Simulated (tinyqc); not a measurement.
Out-diffusion of a doped substrate or buried layer into a growing epitaxial film: one step, computed by the program tinyqc. Command: `OMP_NUM_THREADS=1 python tinyqc.py 3020112 3020113 out.jsonl buried walk`. One thread of a shared host (Intel(R) Xeon(R) Processor @ 2.30GHz), about 0.01 s of CPU time with the checks.

x is counted from the original substrate surface into the film, whose surface moves as x = v t. Substrate dopant has one diffusivity; the dopant of the film is taken as uniform.

Question. Transition width. After growth and the later budget: l2 = 2 sqrt(D t + (Dt)2); C(x) = (C_s/2) erfc(x/l2) + share x C_s exp(-x/decay length) for x > 0 (autodoping taken as unchanged by the later budget). The transition x_t solves C(x) = C_e, the metallurgical junction. Usable film = d - x_t. Also give x_t for the erfc term alone, after growth and after the later budget.

Inputs (values chosen for the exercise, modelled on antimony in silicon):

| quantity | value | unit |
|---|---|---|
| substrate concentration C_s | 4.1e+18 | 1/cm^3 |
| film doping C_e | 3.8e+16 | 1/cm^3 |
| film thickness d | 1.4 | um |
| growth temperature T | 1075 | C |
| autodoping level at the start, as a share of C_s | 5e-05 | - |
| decay length of autodoping | 0.18 | um |
| later thermal budget (Dt)2 | 9.7e-11 | cm^2 |

Film doping: opposite type.

length l = 0.07695610 um

Give: length l2; x_t after growth, erfc alone; x_t after the later budget, erfc alone; x_t with autodoping; usable film.

Answer.

length l2 = 0.2115 um

x_t after growth, erfc alone = 0.1281 um

x_t after the later budget, erfc alone = 0.3521 um

x_t with autodoping = 0.3522 um

usable film = 1.048 um

Solid-state diffusion sets the transition. The later budget is 6.6 times that of the growth.
